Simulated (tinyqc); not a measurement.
What moves the results: band folding and unfolding in a supercell of a chain. A value that a table varies takes the place of the one given here.

A chain with hopping -t and n = 6 sites a supercell. H(K) has v_j on the diagonal, -t between neighbours and -t exp(2 pi i K) on the bond that closes the cell (from the last site to the first of the next cell). The point K holds the n wave vectors k_m = (K + m)/n of the primitive zone, in 2 pi/a, m = 0 to n - 1, with E0 = -2t cos(2 pi k_m). The unfolding weight of a state c on k_m is |sum_j c_j exp(-2 pi i k_m j)|^2/n, j = 0 to n - 1.

Inputs chosen for the exercise:
- t = 1.17 eV (hopping)
- v = (0.714, 0.357, -0.357, -0.714, -0.357, 0.357) eV (site energies in the supercell)
- Kq = 0.4 2 pi/(n a) (wave vector in the small zone)

## Minigaps against first-order theory

Gap i lies between minibands i and i + 1, at K = 1/2 for odd i and K = 0 for even i, where k = +/- i/(2n) are degenerate; first order gives 2|V_i|, the Fourier component V_q = (1/n) sum_j v_j exp(-2 pi i q j/n) for q equal to the number of the gap. Computed for the potential at full and at half strength.

Gaps (eV):

| i | E0 at the crossing | 2\|V_i\| | gap | gap at half strength |
|---|---|---|---|---|
| 1 | -2.0265 | 0.7140 | 0.6926 | 0.3543 |
| 2 | -1.1700 | 0.0000 | 0.1887 | 0.0523 |
| 3 | 0.0000 | 0.0000 | 0.0428 | 0.0055 |
| 4 | 1.1700 | 0.0000 | 0.1887 | 0.0523 |
| 5 | 2.0265 | 0.7140 | 0.6926 | 0.3543 |

How do the results move?

Halving the potential about halves gaps 1 and 5, the scaling of first order. For i = 2, 3 and 4 the first-order term is below 1 meV and the gap opens at higher order (full over half strength: 3.6, 7.8 and 3.6). The largest miss of first order is 189 meV, at i = 2 and 4; the potential spans 1.22 t.

## From folded lines to real minibands

The potential is scaled by x. For the lowest level at K: energy, second-order estimate E0(k_0) + x V_0 - x^2 sum_m |V_m|^2/(E0(k_m) - E0(k_0)), weight on k_0, and width of the lowest miniband between K = 0 and 1/2.

Lowest level:

| x | E (eV) | second order (eV) | weight on k_0 | miniband width (eV) |
|---|---|---|---|---|
| 0.00 | -2.1377 | -2.1377 | 1.000 | 0.3135 |
| 0.25 | -2.1709 | -2.1745 | 0.902 | 0.2340 |
| 0.50 | -2.2471 | -2.2848 | 0.779 | 0.1731 |
| 1.00 | -2.4478 | -2.7261 | 0.653 | 0.0956 |
| 1.50 | -2.6780 | -3.4616 | 0.593 | 0.0550 |
| 2.00 | -2.9258 | -4.4912 | 0.556 | 0.0332 |
| 3.00 | -3.4577 | -7.4331 | 0.506 | 0.0138 |
| 4.00 | -4.0243 | -11.5518 | 0.471 | 0.0065 |

How do the results move?

Second order is -278.2 meV off at x = 1 and -3975 meV at x = 3. The weight on the parent k falls to 0.65 at x = 1 and 0.47 at x = 4, and the miniband narrows from 0.314 to 0.006 eV as the state gathers on the low sites. While the weight stays near one the primitive band is still the right picture and the folded copies carry little spectral weight.

## What each change does

The two lowest levels at K and the weight of the lowest on k_0. Each row changes one parameter from the base and keeps the others.

Results:

| case | level 1 (eV) | level 2 (eV) | weight |
|---|---|---|---|
| base | -2.4478 | -1.7117 | 0.6526 |
| t = 1.287 eV | -2.6494 | -1.9013 | 0.6682 |
| v = (-0.714, -0.357, 0.357, 0.714, 0.357, -0.357) eV | -2.4478 | -1.7117 | 0.6526 |
| Kq = 0.3 2 pi/(n a) | -2.4747 | -1.6228 | 0.7672 |

What does this show?

The largest shifts from the base row, up to three for each result and ties (the steps differ in size, so this ranks the rows, not the parameters). level 1 (eV): t -0.2016, Kq -0.0269; unchanged at the printed digits by v. level 2 (eV): t -0.1896, Kq +0.0889; unchanged at the printed digits by v. weight: Kq +0.1146, t +0.0156; unchanged at the printed digits by v.

(tinyqc, `OMP_NUM_THREADS=1 python tinyqc.py 1482875 1482876 out.jsonl`, Intel(R) Xeon(R) Processor @ 2.30GHz, 1 thread, shared host, about 0.01 s.)
